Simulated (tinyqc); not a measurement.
## One gate, two gates and a surrounding gate

Below threshold the potential that source and drain add obeys Laplace's equation, vanishes on the gates and decays along the channel as exp(-k y). The same ts (depleted depth over a conducting body, body thickness or wire diameter), ti and permittivities in three geometries; k is the smallest positive root of: one gate, f(k) = eps_r sin(k ti) cos(k ts) + ei cos(k ti) sin(k ts); two gates, f(k) = ei cos(k ti) cos(k ts/2) - eps_r sin(k ti) sin(k ts/2); wire, f(k) = ei J0(u)[J1(u) Y0(v) - Y1(u) J0(v)] - eps_r J1(u)[J0(u) Y0(v) - Y0(u) J0(v)], u = k ts/2, v = u + k ti. Parabolic estimates of l: sqrt((eps_r/ei) ts ti); sqrt((eps_r/(2 ei)) ts ti (1 + ei ts/(4 eps_r ti))); sqrt([2 eps_r ts^2 ln(1 + 2 ti/ts) + ei ts^2]/(16 ei)), in the same order.

Parameters, values chosen for the exercise; permittivities: semiconductor close to that of silicon, insulator close to that of zirconium oxide: relative permittivity of the semiconductor eps_r = 11.6; relative permittivity of the insulator ei = 24.7; insulator thickness ti = 4.3 nm; wire diameter ts = 6 nm.

Scale lengths (nm):
```
,Lambda = pi/k,l = 1/k,l(parabolic)
one gate over a conducting body,9.7134,3.0919,3.4809
two gates,11.959,3.8065,3.2494
wire,8.3990,2.6735,2.0321
```

What does the table show?

The wire has the shortest scale length, 0.702 times that of the double gate; the single gate over a conducting body has 0.812 times it, its layer ending directly on a conductor where the double gate has a second insulator. The parabolic estimates are 13 % above, 15 % below and 24 % below the exact l, in the order of the rows.

Computed by the program tinyqc: `OMP_NUM_THREADS=1 python tinyqc.py 2420109 2420110 out.jsonl`, one thread of a shared Intel Xeon 2.30GHz, about 0.01 s for the whole run.
